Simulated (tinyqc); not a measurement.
Gamma, L and X subbands of a thin body with non-parabolic valleys, step by step. Values are carried at full precision from step to step, so a last printed digit may differ when a step is redone from the rounded ones.

Hard walls, flat band, c = hbar^2/2m0, energies from the bulk Gamma edge. For a valley at angle theta to the normal 1/m_z = cos^2/ml + sin^2/mt and m_d = sqrt(ml mt^2/m_z). Subband n starts at E_v + e with e (1 + a e) = c (n pi/t)^2/m_z, and its density-of-states mass is taken as m_d (1 + 2 a e), without further growth at higher in-plane energy. Groups are named by valley and degeneracy.

Constants: hbar^2/2m0 = 3.80998211 eV angstrom^2; kB = 8.617333262e-05 eV/K.

Parameters, chosen for this exercise (near those of a thin Ge channel; the results hold for these values, not for the real material): face = 100 (surface); mG = 0.0375 m0 (Gamma mass); aG = 1.04 1/eV (Gamma non-parabolicity); EL = -0.142 eV (L edge above Gamma); mL = (1.563, 0.082) m0 (L valleys (four, along <111>): ml, mt); EX = 0.052 eV (X edge above Gamma); mX = (0.882, 0.194) m0 (Delta valleys (six, along <100>): ml, mt); aS = 0.51 1/eV (non-parabolicity of L and X); t = 66 angstrom (body thickness); Ns = 3.1 x 1e12/cm^2 (sheet density); T = 300 K (temperature); eot = 8 angstrom (equivalent oxide thickness).

## Valley groups

List degeneracy, edge, m_z, m_d and a.

Groups:

| group | g | E_v (eV) | m_z | m_d | a (1/eV) |
|---|---|---|---|---|---|
| G1 | 1 | 0.000 | 0.0375 | 0.0375 | 1.04 |
| L4 | 4 | -0.142 | 0.1199 | 0.2961 | 0.51 |
| X2 | 2 | 0.052 | 0.8820 | 0.1940 | 0.51 |
| X4 | 4 | 0.052 | 0.1940 | 0.4137 | 0.51 |

## Subband edges

n = 1 to 8 for each group; list the ten lowest.

Subbands:

| subband | g | E (eV) | DOS mass |
|---|---|---|---|
| L4 n=1 | 4 | -0.0724 | 0.3171 |
| X2 n=1 | 2 | 0.0617 | 0.1959 |
| X2 n=2 | 2 | 0.0904 | 0.2016 |
| X4 n=1 | 4 | 0.0955 | 0.4320 |
| L4 n=2 | 4 | 0.1129 | 0.3731 |
| X2 n=3 | 2 | 0.1364 | 0.2107 |
| G1 n=1 | 1 | 0.1919 | 0.0525 |
| X2 n=4 | 2 | 0.1978 | 0.2228 |
| X4 n=2 | 4 | 0.2162 | 0.4829 |
| X2 n=5 | 2 | 0.2720 | 0.2375 |

The lowest subband is L4 n=1, 134 meV below X2 n=1; in the bulk the lowest valley is L.

## Filling and quantum capacitance

n_i = g m/(2 pi c) kB T ln(1 + exp((EF - E_i)/kB T)), sum n_i = Ns (1e12/cm^2 = 1e-4/angstrom^2), c = hbar^2/2m0. Quantum capacitance Cq = 1602.176634 sum g m/(2 pi c) f_i in microfarad/cm^2 with f_i = 1/(1 + exp((E_i - EF)/kB T)); Cox = 34.5313/eot (one gate); C/Cox = Cq/(Cq + Cox), the centroid term left out.

Over the ten listed subbands, named by valley (G, L, X), degeneracy and number.

EF = -0.1081 eV

n_i in the order of the list (1e12/cm^2): 3.081  0.006  0.002  0.007  0.003  0.000  0.000  0.000  0.000  0.000

Cq = 17.22 microfarad/cm^2
Cox = 4.316 microfarad/cm^2
C/Cox = 0.800

EF lies 36 meV below the lowest edge; Gamma holds 0 % of the electrons. EF lies below the edge, so Cq is near e^2 Ns/kB T, set by Ns more than by the density of states; 20 % of the gate capacitance is lost.

## Checks

- Cq against the slope dNs/dEF by finite differences, microfarad/cm^2: both 17.22.

Program tinyqc; command `OMP_NUM_THREADS=1 python tinyqc.py 1252713 1252714 out.jsonl`; about 0.04 s on one thread of a shared Intel(R) Xeon(R) Processor @ 2.30GHz.
